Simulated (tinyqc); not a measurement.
Comparisons within one model: tight-binding t2g bands of a cubic perovskite. A value that a table varies takes the place of the one given here.

Orbitals yz, zx, xy (X, Y, Z below) times spin. E_xy = Dt + 2t (2 - cos x - cos y) + 2 td (1 - cos z) + 4 t2 (1 - cos x cos y) with x = kx a and so on; yz and zx follow by cyclic change, without Dt. Spin-orbit term -(Dso/3) L.sigma + Dso/3 with (L_k)_ij = -i epsilon_kij in X, Y, Z: for Dt = 0 the quartet lies at 0 and the doublet at Dso.

Constants: hbar^2/2m0 = 3.80998211 eV angstrom^2.

Values chosen for the exercise (of the size met in SrTiO3 and KTaO3; shifted at random, so the results belong to these values and not to a real crystal):

| symbol | value | unit | meaning |
|---|---|---|---|
| t | 0.473 | eV | strong hopping |
| td | 0.021 | eV | weak hopping |
| t2 | 0 | eV | diagonal hopping in the plane of the orbital |
| Dso | 0.274 | eV | spin-orbit splitting at Gamma |
| Dt | -0.14 | eV | shift of xy (tetragonal field or confinement) |
| a | 3.909 | angstrom | lattice constant |
| k | (0.2, 0.12, 0.16) | 2 pi/a | wave vector |

## Bands along [100] with and without spin-orbit coupling

k = (x,0,0). The plain columns hold the three orbital energies without spin-orbit coupling, sorted.

Levels (eV):

| x (2 pi/a) | plain 1 | plain 2 | plain 3 | pair 1 | pair 2 | pair 3 |
|---|---|---|---|---|---|---|
| 0.00 | -0.1400 | 0.0000 | 0.0000 | -0.1064 | 0.0000 | 0.2404 |
| 0.02 | -0.1325 | 0.0003 | 0.0075 | -0.0995 | 0.0039 | 0.2449 |
| 0.04 | -0.1103 | 0.0013 | 0.0297 | -0.0795 | 0.0152 | 0.2590 |
| 0.06 | -0.0736 | 0.0029 | 0.0664 | -0.0481 | 0.0339 | 0.2841 |
| 0.10 | 0.0080 | 0.0407 | 0.1807 | 0.0221 | 0.1083 | 0.3730 |
| 0.15 | 0.0173 | 0.2500 | 0.3900 | 0.0684 | 0.3028 | 0.5600 |
| 0.20 | 0.0290 | 0.5137 | 0.6537 | 0.0951 | 0.5633 | 0.8119 |
| 0.30 | 0.0550 | 1.0983 | 1.2383 | 0.1326 | 1.1462 | 1.3869 |
| 0.50 | 0.0840 | 1.7520 | 1.8920 | 0.1662 | 1.7993 | 2.0365 |

What does this show, and why?

At the zone edge the heavy yz band has risen by 0.084 eV (4 td) and the light ones by 1.892 eV (4t + 8 t2). Spin-orbit coupling mixes the orbitals while their spacing is below Dso = 0.274 eV: the lowest pair lies +33.0 meV from the plain band at x = 0.02 and +82.2 meV at the edge, where yz has parted from the other two and its offset tends to Dso/3 = 91.3 meV; zx and xy, 140 meV apart without the coupling, still mix there. With Dt < 0 the lowest plain band at Gamma is xy, and yz passes below it further out.

## Order of the levels against the shift of xy

Levels at Gamma, the xy weight of the lowest pair and its mass along [100] from m/m0 = c q^2/(E(q) - E(0)), q = 0.001 (2 pi/a).

At Gamma:

| Dt (eV) | pair 1 (eV) | pair 2 (eV) | pair 3 (eV) | xy weight of pair 1 | mass (m0) |
|---|---|---|---|---|---|
| -0.30 | -0.2475 | 0.0000 | 0.2215 | 0.917 | 0.549 |
| -0.15 | -0.1148 | 0.0000 | 0.2388 | 0.841 | 0.570 |
| -0.08 | -0.0580 | 0.0000 | 0.2520 | 0.776 | 0.590 |
| -0.03 | -0.0207 | 0.0000 | 0.2647 | 0.713 | 0.611 |
| -0.01 | -0.0067 | 0.0000 | 0.2707 | 0.683 | 0.622 |
| 0.01 | 0.0000 | 0.0066 | 0.2774 | 0.000 | 1.010 |
| 0.03 | 0.0000 | 0.0192 | 0.2848 | 0.000 | 1.010 |
| 0.08 | 0.0000 | 0.0477 | 0.3063 | 0.000 | 1.010 |
| 0.15 | 0.0000 | 0.0795 | 0.3445 | 0.000 | 1.010 |

How do the results move?

For Dt > 0 the lowest pair is the pure yz, zx combination at 0, with mass 1.010 at Dt = 0.15 eV. For Dt < 0 it gains xy weight, 0.68 at -0.01 and 0.92 at -0.3 eV, and its mass tends to the light value 0.527; the scale of the change is Dso = 0.274 eV.

## What each parameter does

The three pairs at k. Each row changes one parameter from the base and keeps the others.

Results:

| case | pair 1 (eV) | pair 2 (eV) | pair 3 (eV) |
|---|---|---|---|
| base | 0.7501 | 0.8925 | 1.2497 |
| t = 0.5203 eV | 0.8256 | 0.9814 | 1.3551 |
| td = 0.0315 eV | 0.7631 | 0.9027 | 1.2563 |
| t2 = 0.02 eV | 0.8026 | 0.9522 | 1.3149 |
| Dso = 0.3562 eV | 0.7513 | 0.9110 | 1.3122 |
| Dt = -0.17 eV | 0.7400 | 0.8750 | 1.2473 |

What does this show?

The largest shifts from the base row, up to three for each result and ties (the steps differ in size, so this ranks the rows, not the parameters). pair 1 (eV): t +0.0755, t2 +0.0525, td +0.0130. pair 2 (eV): t +0.0889, t2 +0.0598, Dso +0.0185. pair 3 (eV): t +0.1054, t2 +0.0652, Dso +0.0625.

Program tinyqc; command `OMP_NUM_THREADS=1 python tinyqc.py 1482742 1482743 out.jsonl`; about 0.01 s on one thread of a shared Intel(R) Xeon(R) Processor @ 2.30GHz.
